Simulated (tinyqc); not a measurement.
Worked calculation: UKS/exchange-only LDA in the sto-3g basis, for BeH, spin multiplicity 2. One step of it, computed by the program tinyqc.

Problem. Orthogonalisation. S = U s U^T; symmetric (Loewdin) form X = U s^(-1/2) U^T, so that X^T S X = 1.

overlap S, order 1Be 1s, 1Be 2s, 1Be 2px, 1Be 2py, 1Be 2pz, 2H 1s:
$$\begin{pmatrix}
1.000000 & 0.259517 & 0.000000 & 0.000000 & 0.000000 & 0.012357 \\
0.259517 & 1.000000 & 0.000000 & 0.000000 & 0.000000 & 0.203937 \\
0.000000 & 0.000000 & 1.000000 & 0.000000 & 0.000000 & 0.000000 \\
0.000000 & 0.000000 & 0.000000 & 1.000000 & 0.000000 & 0.000000 \\
0.000000 & 0.000000 & 0.000000 & 0.000000 & 1.000000 & 0.279268 \\
0.012357 & 0.203937 & 0.000000 & 0.000000 & 0.279268 & 1.000000
\end{pmatrix}$$

Give: eigenvalues of S; X.

Solution.

eigenvalues of S: [0.6150, 0.8088, 1.0000, 1.0000, 1.1801, 1.3961]

X, order 1Be 1s, 1Be 2s, 1Be 2px, 1Be 2py, 1Be 2pz, 2H 1s:
$$\begin{pmatrix}
1.0271 & -0.1385 & 0.0000 & 0.0000 & -0.0039 & 0.0159 \\
-0.1385 & 1.0451 & 0.0000 & 0.0000 & 0.0244 & -0.1141 \\
0.0000 & 0.0000 & 1.0000 & 0.0000 & 0.0000 & 0.0000 \\
0.0000 & 0.0000 & 0.0000 & 1.0000 & 0.0000 & 0.0000 \\
-0.0039 & 0.0244 & 0.0000 & 0.0000 & 1.0321 & -0.1513 \\
0.0159 & -0.1141 & 0.0000 & 0.0000 & -0.1513 & 1.0497
\end{pmatrix}$$
